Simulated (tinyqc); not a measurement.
Worked calculation: one-electron ion in a basis of Gaussians. Computed by tinyqc, a small Python program that keeps every step. Settings: Z = 2, l = 1. Command: `OMP_NUM_THREADS=1 python tinyqc.py 20435 20436 out.jsonl` (the two numbers bound the seeds that draw the settings). One thread of a shared host (Intel(R) Xeon(R) Processor @ 2.60GHz), about 0.01 s of CPU time with the checks.

## Matrices over normalised Gaussians

exponents of r^l exp(-a r^2) (1/bohr^2): 0.02773  0.07150  0.18440  0.47530  1.22500

Z = 2

l = 1

With p = a_i + a_j and I(k) = Gamma((k+1)/2) / (2 p^((k+1)/2)): S = I(2l+2), T = (2l+3) a_i a_j S / p, V = -Z I(2l+1), each divided by sqrt(S_ii S_jj).

S, lower triangle:
```
         1        2        3        4        5
1  1.00000
2  0.76302  1.00000
3  0.37321  0.76293  1.00000
4  0.14076  0.37333  0.76317  1.00000
5  0.04697  0.14083  0.37356  0.76320  1.00000
```

T (hartree), lower triangle:
```
         1        2        3        4        5
1  0.06932
2  0.07623  0.17875
3  0.04498  0.19654  0.46100
4  0.01844  0.11601  0.50696  1.18825
5  0.00637  0.04757  0.29936  1.30674  3.06250
```

V (hartree), lower triangle:
```
          1         2         3         4         5
1  -0.35431
2  -0.36162  -0.56893
3  -0.25861  -0.58065  -0.91367
4  -0.15020  -0.41534  -0.93258  -1.46687
5  -0.07909  -0.24126  -0.66722  -1.49726  -2.35492
```

## Generalised eigenproblem

H = T + V (hartree), lower triangle:
```
          1         2         3         4        5
1  -0.28499
2  -0.28539  -0.39018
3  -0.21363  -0.38411  -0.45267
4  -0.13176  -0.29933  -0.42562  -0.27862
5  -0.07272  -0.19368  -0.36786  -0.19052  0.70758
```

Solve H C = S C e through S^(-1/2); each column has its largest component positive (the first on a tie).

eigenvalues of S: 0.03284  0.14649  0.51806  1.43321  2.86940

eigenvalues (hartree): -0.49905  -0.22170  -0.05482  0.58682  2.76485

coefficients:
```
         1         2         3         4         5
1  0.00654   0.98099  -1.47064   0.65024  -0.28572
2  0.31588   0.09073   2.39451  -1.86616   0.89750
3  0.54619  -0.42728  -1.17665   2.75757  -1.80233
4  0.20333  -0.13358  -0.08200  -1.82950   2.59484
5  0.08262  -0.05249  -0.10337   0.00428  -1.90094
```

For Z = 2 and l = 1 the exact lowest level is -Z^2/(2 n^2) with n = l + 1: -0.500000 hartree.
